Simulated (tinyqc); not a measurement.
CCD on RHF in the 6-31g basis, for He, spin multiplicity 1, step by step. One step of it, computed by the program tinyqc.

Task: CCD: starting amplitudes. t_ij^ab = <ij||ab> / (e_i + e_j - e_a - e_b), whose energy is MP2.

orbital energies (hartree): MO1 -0.914127, MO2 1.399859

Two-electron integrals over orbitals (pq|rs), unique and non-zero (hartree):
```
p,q,r,s,(pq|rs)
1,1,1,1,1.026907
2,1,1,1,-0.316490
2,1,2,1,0.227670
2,2,1,1,0.858133
2,2,2,1,-0.255554
2,2,2,2,0.766363
```

Give: Starting amplitudes; correlation energy.

Result:

Starting amplitudes (spin orbitals 1a, 1b, ...; amplitudes related by a flip of all spins are not repeated):
```
from,to,t
1a 1b,2a 2b,-0.049
```

correlation energy = -0.01120 hartree
